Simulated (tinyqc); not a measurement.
# CMOS inverter, nodal equation and switching: effects of single changes

An n-channel pull-down (bn, VTn) and a p-channel pull-up (bp, VTp) share the input Vin and the output node Vout, which carries the load C. Transistor (EKV form, voltages against the body): I = 2 n b Vt^2 [F(vp - Vs) - F(vp - Vd)] from drain to source, F(v) = ln^2(1 + exp(v/(2 Vt))), vp = (Vg - VT + sg |Vd - Vs|)/n. n-channel bodies are at 0; for the p-channel device all voltages are counted down from Vdd. b in uA/V^2 gives I in uA. Static: In = Ip. Transient: C dVout/dt = Ip - In. No velocity saturation, no gate capacitance beyond C.

Inputs (values chosen for the exercise):
- T = 400 K (temperature)
- Vdd = 0.4 V (supply voltage)
- n = 1.34 (slope factor)
- sg = 0.087 (drain-induced barrier lowering)
- VTn = 0.26 V (n-channel threshold)
- VTp = 0.27 V (p-channel threshold (magnitude))
- bn = 370 uA/V^2 (gain factor of the pull-down transistor)
- bp = 370 uA/V^2 (gain factor of the pull-up transistor)
- C = 2 fF (load capacitance)

Constants: q = 1.602176634e-19 C, kB = 1.380649e-23 J/K, Vt = kB T/q. Results are converted to the units shown.

Each table varies one quantity; the others keep the values above.

## Effect of the supply voltage

VM solves In = Ip with Vin = Vout; VIL and VIH are the inputs of gain -1, NML = VIL - Vout(VIH), NMH = Vout(VIL) - VIH. For a step input the delay to Vdd/2 is tHL = C times the integral of dV/(In - Ip) from Vdd/2 to Vdd at Vin = Vdd, and tLH likewise with Ip - In from 0 to Vdd/2 at Vin = 0.

Results:
```
Vdd (V),VM (V),gain at VM,NML (V),NMH (V),tHL (ps),tLH (ps)
0.2,0.09577,-5.454,0.04592,0.05592,795.9,951.1
0.3,0.1455,-8.859,0.08898,0.09898,226.5,259.4
0.4,0.1954,-10.53,0.1307,0.1407,89.74,98.85
0.5,0.2454,-11.13,0.1703,0.1803,47.30,50.70
0.6,0.2954,-11.35,0.2074,0.2174,30.11,31.72
1,0.4954,-11.48,0.3307,0.3407,11.22,11.50
1.2,0.5954,-11.49,0.3825,0.3925,8.430,8.594
```

Estimate the missing row, Vdd = 0.8 V.

Computed row:
```
Vdd (V),VM (V),gain at VM,NML (V),NMH (V),tHL (ps),tLH (ps)
0.8,0.3954,-11.46,0.2735,0.2835,16.58,17.15
```

With this row back in the table: As Vdd goes from 0.2 to 1.2 V, VM rises from 0.0958 to 0.595 V, the size of the gain rises from 5.45 to 11.5, tHL falls from 796 to 8.43 ps and tLH falls from 951 to 8.59 ps. The smaller margin is largest, 0.383 V, at Vdd = 1.2 V among the rows. For Vdd = 0.8 to 1.2 V the overdrive passes 0.5 V, where velocity saturation, left out here, would lengthen the delays of short devices. At Vdd = 0.2 V the supply is below a threshold, where mismatch, left out here, dominates margins and delay.

## Energy per operation against supply voltage

A chain of 20 such gates sets the cycle time tc = 20 (tHL + tLH)/2; per gate and cycle the switching energy is 0.05 C Vdd^2 and the leakage energy Vdd Ileak tc, Ileak the mean supply current at Vin = 0 and Vdd.

Energy per operation against supply voltage:
```
Vdd (V),tc (ns),switching (aJ),leakage (aJ),total (aJ)
0.15,36.36,2.250,25.42,27.67
0.2,17.47,4.000,18.09,22.09
0.25,8.870,6.250,12.62,18.87
0.3,4.860,9.000,9.097,18.10
0.35,2.903,12.25,6.944,19.19
0.4,1.886,16.00,5.646,21.65
0.5,0.9800,25.00,4.394,29.39
0.6,0.6183,36.00,3.983,39.98
0.8,0.3372,64.00,4.142,68.14
1,0.2272,100.0,4.970,105.0
```

What does the comparison show?

The total energy goes from 27.7 through a minimum of 18.1 (at Vdd = 0.3 V among the rows listed) to 105 aJ, while the cycle time falls from 36.4 to 0.227 ns. Leakage makes up 92 % of the total in the first row and 4.7 % in the last. Below threshold the cycle lengthens exponentially and leakage flows for all of it, hence the minimum. For Vdd = 0.8 to 1 V the overdrive passes 0.5 V, where velocity saturation, left out here, would lengthen the delays of short devices. For Vdd = 0.15 to 0.25 V the supply is below a threshold, where mismatch, left out here, dominates margins and delay.

## Effect of the drain-induced barrier lowering

Same model as above.

Effect of the drain-induced barrier lowering:
```
sg,VM (V),gain at VM,NML (V),NMH (V),tHL (ps),tLH (ps)
0.01,0.1951,-57.68,0.1456,0.1556,112.5,124.8
0.04,0.1952,-21.02,0.1398,0.1498,102.8,113.7
0.07,0.1954,-12.85,0.1340,0.1440,94.17,103.9
0.1,0.1955,-9.252,0.1282,0.1382,86.54,95.22
0.13,0.1956,-7.227,0.1224,0.1324,79.75,87.50
0.16,0.1957,-5.928,0.1167,0.1267,73.67,80.63
0.19,0.1958,-5.024,0.1109,0.1209,68.24,74.49
0.22,0.1959,-4.359,0.1052,0.1152,63.35,68.99
```

Read the table: what changes, and by how much?

As sg goes from 0.01 to 0.22, VM stays near 0.196 V, the size of the gain falls from 57.7 to 4.36, tHL falls from 112 to 63.3 ps and tLH falls from 125 to 69.0 ps. The smaller margin is largest, 0.146 V, at sg = 0.01 among the rows. Barrier lowering gives both transistors an output conductance, which caps the gain.

Computed by the program tinyqc: `OMP_NUM_THREADS=1 python tinyqc.py 2340168 2340169 out.jsonl`, one thread of a shared Intel Xeon 2.30GHz, about 0.04 s for the whole run.
